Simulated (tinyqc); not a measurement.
From results back to parameters: nanosheet or nanowire with hard walls, valleys of the Si type. Three cases, with inputs chosen for the exercise.

Problem. In a hard-walled rectangle E(n, l) = c pi^2 (n^2/(m_y W^2) + l^2/(m_z H^2)), c = hbar^2/2m0. Two levels were computed from hidden W and H.

Constants: hbar^2/2m0 = 3.80998211 eV angstrom^2.

Case 1.

Values chosen (out of a larger set: near those of Si; not measured data): m_y = 0.189 m0 (mass across the width); m_z = 0.919 m0 (mass along the height).

E(1, 1) = 0.048801 eV
E(2, 1) = 0.075329 eV

Case 2.

Values chosen (out of a larger set: near those of Si; not measured data): m_y = 0.19 m0 (mass across the width); m_z = 0.902 m0 (mass along the height).

E(1, 1) = 0.052783 eV
E(2, 1) = 0.072170 eV

Case 3.

Values chosen (out of a larger set: near those of Si; not measured data): m_y = 0.189 m0 (mass across the width); m_z = 0.9 m0 (mass along the height).

E(1, 1) = 0.033562 eV
E(2, 1) = 0.075011 eV

Find: width term; height term; W; H.

Solution. The difference of the two levels is three times the width term; the rest of E(1, 1) is the height term.

Case 1.

width term = 8.84 meV
height term = 39.96 meV
W = 150.0 angstrom
H = 32.0 angstrom

Case 2.

width term = 6.46 meV
height term = 46.32 meV
W = 175.0 angstrom
H = 30.0 angstrom

Case 3.

width term = 13.82 meV
height term = 19.75 meV
W = 120.0 angstrom
H = 46.0 angstrom

Computed by tinyqc, one run a case: `OMP_NUM_THREADS=1 python tinyqc.py N N+1 out.jsonl` with N = 1251514, 1251548, 1251574; one thread of a shared Intel(R) Xeon(R) Processor @ 2.30GHz, about 0.03 s a run at most.
